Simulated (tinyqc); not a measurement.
Raising U: Hubbard chain of 6 sites, mean field against exact. Computed by the program tinyqc. Collinear unrestricted mean field (the lowest of 40 random starts) against exact diagonalisation.

one-body matrix (hopping and site energies) (eV):
```
         1        2        3        4        5        6
1   0.1500  -0.8900   0.0000   0.0000   0.0000   0.0000
2  -0.8900  -0.0100  -0.8900   0.0000   0.0000   0.0000
3   0.0000  -0.8900   0.4200  -0.8900   0.0000   0.0000
4   0.0000   0.0000  -0.8900   0.0200  -0.8900   0.0000
5   0.0000   0.0000   0.0000  -0.8900  -0.3600  -0.8900
6   0.0000   0.0000   0.0000   0.0000  -0.8900  -0.5800
```

electrons, up and down: 3  3

Exact and mean-field results (eV):

| U | U/t | E exact | E mean field | mean \|n_up - n_down\| | double occupancy, exact | first gap in the sector |
|---|---|---|---|---|---|---|
| 0.450 | 0.506 | -6.09554 | -6.06939 | 0.000 | 0.241 | 0.731 |
| 0.890 | 1.000 | -5.49292 | -5.38591 | 0.000 | 0.216 | 0.650 |
| 1.780 | 2.000 | -4.47348 | -4.04310 | 0.327 | 0.167 | 0.522 |
| 2.670 | 3.000 | -3.70226 | -3.08908 | 0.658 | 0.124 | 0.428 |
| 3.560 | 4.000 | -3.13118 | -2.48661 | 0.799 | 0.092 | 0.358 |
| 5.340 | 6.000 | -2.38407 | -1.81508 | 0.908 | 0.053 | 0.264 |
| 7.120 | 8.000 | -1.93663 | -1.46077 | 0.948 | 0.033 | 0.206 |
| 10.680 | 12.000 | -1.44264 | -1.09824 | 0.977 | 0.016 | 0.142 |
| 17.800 | 20.000 | -1.02014 | -0.80426 | 0.992 | 0.006 | 0.087 |

What does the comparison show, and why?

In absolute terms mean field is worst at U/t = 4.0, 0.645 eV too high: at small U it is nearly exact, and at large U it misses only exchange-scale energies. Its local moments set in at U/t = 2.0 of those listed, a broken symmetry that the exact state of a finite cluster with equal spins does not have. Relative to the exact energy its error is 0.4 % at the smallest U, 25 % at most and 21 % at the largest. The double occupancy falls from 0.241 to 0.006.
